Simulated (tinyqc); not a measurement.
## Scattering mobility, thermal velocity and mass from two apparent mobilities

Problem. 1/mu_app = 1/mu_0 + 1/mu_B with the ballistic mobility mu_B = vT L/(2 Vt) and vT = sqrt(2 kB T/(pi m)) (non-degenerate carriers); the mean free path is 2 Vt mu_0/vT. Find mu_0, vT, m and the mean free path.

Values chosen for this exercise:
- T = 293 K (temperature)

Constants: q = 1.602176634e-19 C, kB = 1.380649e-23 J/K, m0 = 9.1093837015e-31 kg, Vt = kB T/q. Results are converted to the units shown.

apparent mobility at L = 40 and 200 nm (cm^2/(V s)): [573.50568, 984.83449]

Solution. 1/mu_app is linear in 1/L: the slope is 2 Vt/vT and the intercept 1/mu_0.

mu_0 = 1.20e3 cm^2/(V s)
vT = 1.39e7 cm/s
m = 0.147 m0
mean free path = 43.7 nm

Program tinyqc, `OMP_NUM_THREADS=1 python tinyqc.py 2380165 2380166 out.jsonl`; Intel Xeon 2.30GHz, shared host, one thread, about 0.02 s.
